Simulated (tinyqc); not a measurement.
# Changing the barrier height V_0

Model: donor or exciton in a quantum well (variational effective-mass method). Computed by tinyqc, a small Python program. Command: `OMP_NUM_THREADS=1 python tinyqc.py 3015273 3015274 out.jsonl welldonor sweep`. One thread of a shared host (Intel(R) Xeon(R) Processor @ 2.30GHz), about 0.3 s of CPU time with the checks.

H = -nabla^2 - 2/|r - r_i| + V(z) in effective units; trial function psi = f(z) exp(-|r - r_i|/lambda), f the ground state of the well. Mass and screening are the same in well and barrier; l = L/a* is the width in effective units. Bands are flat: no polarisation or applied field.

Inputs (values chosen for the exercise, modelled on InP): electron mass m = 0.0811 m_0; dielectric constant eps = 12.3; well width L = 11 nm; donor position z_i/L from the centre = 0.

Centre: donor. Barriers: finite.

Constants: Ry = 13.605693123 eV; a_0 = 0.529177210903 angstrom.

Method:
- Ry* = Ry m/eps^2, a* = a_0 eps/m; l = L/a*.
- k solves k tan(k l/2) = sqrt(v - k^2), v = V_0/Ry*, 0 < k l/2 < pi/2 (bisection); f = cos(k z) inside and cos(k l/2) exp(-kappa (|z| - l/2)) outside, kappa = sqrt(v - k^2); subband energy k^2 Ry*.
- Binding E_b(lambda) = -1/lambda^2 + 4 A/(lambda B), with A = int f^2 exp(-2 s/lambda) dz, B = int f^2 exp(-2 s/lambda)(1 + 2 s/lambda) dz and s = |z - z_i|; 40 Gauss-Legendre points on each piece between the walls at z = -l/2 and l/2 and z_i, and out to 12/(kappa + 1/lambda) beyond the walls.
- Golden-section search for the maximum over lambda from 0.3 to 4, 40 steps.

One run for each value:
```
barrier height V_0 (eV)  binding energy (meV)  subband energy (meV)  radius lambda a* (nm)
0.020                                   11.13                  9.81                  7.955
0.037                                   11.94                 13.34                  7.789
0.069                                   12.62                 17.11                  7.621
0.130                                   13.16                 20.85                  7.473
0.240                                   13.56                 24.18                  7.357
0.440                                   13.86                 27.07                  7.267
0.810                                   14.09                 29.52                  7.198
1.500                                   14.26                 31.55                  7.145
```

Describe the trends.

Over the rows, binding energy (meV) rises from 11.1 to 14.3 (exponent d ln y / d ln x 0.11 between the first rows and 0.020 between the last); subband energy (meV) rises from 9.81 to 31.5 (exponent d ln y / d ln x 0.50 between the first rows and 0.11 between the last); radius lambda a* (nm) falls from 7.96 to 7.15 (exponent d ln y / d ln x -0.034 between the first rows and -0.012 between the last).

Extremes, crossings and ranges named in words are read from the listed rows.
